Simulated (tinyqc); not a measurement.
## Frequency dispersion of an accumulation capacitance by border traps, distributed model: capacitance and loss against frequency

Traps spread evenly through the insulator exchange electrons with the semiconductor by tunnelling, with tau(x) = t0 exp(2 ka x) at depth x from the interface. The admittance per area Y seen at depth x obeys dY/dx = -Y^2/(i w eps0 eox) + q Nb ln(1 + i w tau)/tau, with Y(0) = i w Cs and w = 2 pi f; the gate sees Y(tox) = G + i w C. Working variable y = Y/(i w), in uF/cm^2. Cox = eps0 eox/tox.

Cox; trap-free value 1/(1/Cox + 1/Cs); response depth d = ln(1/(w t0))/(2 ka), where w tau = 1; lumped estimate: all traps within d act as C_bt = q Nb d placed at d/2, so C = 1/{1/[1/(1/Cs + d/(2 eps0 eox)) + C_bt] + (tox - d/2)/(eps0 eox)}. C and G from a fine integration; dispersion -d C/d log10 f over C, from f times and over 1.1. For a broad spread of time constants G/w is close to -(pi/2) dC/d ln w.

Parameters, values chosen for the exercise; permittivity close to that of silicon dioxide: relative permittivity of the insulator eox = 3.84; insulator thickness tox = 11 nm; semiconductor capacitance in accumulation Cs = 4.6 uF/cm^2; density of border traps Nb = 3.2e18 cm^-3 eV^-1; decay constant of the wave function in the insulator ka = 4.1 1/nm; time constant of a trap at the interface t0 = 4e-10 s.

Constants: q = 1.602176634e-19 C, eps0 = 8.8541878128e-14 F/cm where lengths are in cm. Results are converted to the units shown.

The same in every row: trap-free C (uF/cm^2) = 0.2896.

Capacitance and loss against frequency:

| f (Hz) | d (nm) | C (uF/cm^2) | G/w (uF/cm^2) | dispersion (% a decade) | -(pi/2) dC/d ln w (uF/cm^2) | lumped C (uF/cm^2) |
|---|---|---|---|---|---|---|
| 10 | 2.134 | 0.2928 | 6.030e-4 | 0.3013 | 6.018e-4 | 0.2921 |
| 100 | 1.853 | 0.2920 | 5.008e-4 | 0.2507 | 4.995e-4 | 0.2915 |
| 1000 | 1.572 | 0.2913 | 4.071e-4 | 0.2041 | 4.057e-4 | 0.2909 |
| 10000 | 1.292 | 0.2908 | 3.222e-4 | 0.1617 | 3.208e-4 | 0.2905 |
| 1e5 | 1.011 | 0.2904 | 2.466e-4 | 0.1237 | 2.451e-4 | 0.2902 |
| 1e6 | 0.7300 | 0.2901 | 1.805e-4 | 0.09046 | 1.790e-4 | 0.2900 |
| 1e7 | 0.4492 | 0.2899 | 1.243e-4 | 0.06214 | 1.229e-4 | 0.2898 |

C falls from 0.2928 to 0.2899 uF/cm^2, towards the trap-free 0.2896; each decade of frequency removes ln 10/(2 ka) = 0.281 nm from the response depth. The dispersion falls from 0.301 to 0.0621 % a decade and G/w falls from 6.03e-4 to 1.24e-4 uF/cm^2. G/w lies between 1.00 and 1.01 times -(pi/2) dC/d ln w, the relation for a broad spread of time constants.

Numbers from tinyqc (`OMP_NUM_THREADS=1 python tinyqc.py 2202232 2202233 out.jsonl`; about 0.7 s on one thread of a shared Intel Xeon 2.30GHz).
